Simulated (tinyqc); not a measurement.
Ballistic conductance of a hard-wall strip of a two-dimensional electron gas by counting modes: thermal smearing.

Subband edges E_n = C (n pi/W)^2/m, n = 1, 2, ...; C = hbar^2/(2 m0). Every mode transmits fully; spin gives the factor 2 in 2 q^2/h, valleys the factor gv.

G = (2 q^2/h) gv M; at zero temperature M counts the edges below Ef, at T it is the sum of degeneracy times f. The smooth (Sharvin) count is kF W/pi, kF = sqrt(m Ef/C), and with the boundary term kF W/pi - 1/2. f = 1/(1 + exp((E_n - Ef)/Vt)).

Inputs (values chosen for the exercise):

| symbol | value | unit | meaning |
|---|---|---|---|
| m | 0.041 | m0 | mass |
| gv | 2 |  | valleys |
| Ef | 0.21 | eV | Fermi energy above the 2D band edge |
| W | 28 | nm | width |

Constants: q = 1.602176634e-19 C, kB = 1.380649e-23 J/K, hbar = 1.054571817e-34 J s, h = 6.62607015e-34 J s, m0 = 9.1093837015e-31 kg, Vt = kB T/q, hbar^2/(2 m0) = 0.0380998212 eV nm^2. Results are converted to the units shown.

Thermal smearing:
```
T (K),kB T (meV),M at T,G (uS)
2,0.1723,4.000,619.8
10,0.8617,4.000,619.8
30,2.585,4.000,619.8
77,6.635,3.969,615.0
150,12.93,3.855,597.4
220,18.96,3.778,585.4
300,25.85,3.728,577.7
400,34.47,3.688,571.5
```

M at T falls from 4.00 to 3.69; the integer count is 4. The edge nearest to Ef lies 22.8 meV from it, and M stays within 0.01 of the integer up to 30 K among the rows.

Program tinyqc, `OMP_NUM_THREADS=1 python tinyqc.py 2740003 2740004 out.jsonl`; Intel Xeon 2.30GHz, shared host, one thread, about 0.04 s.
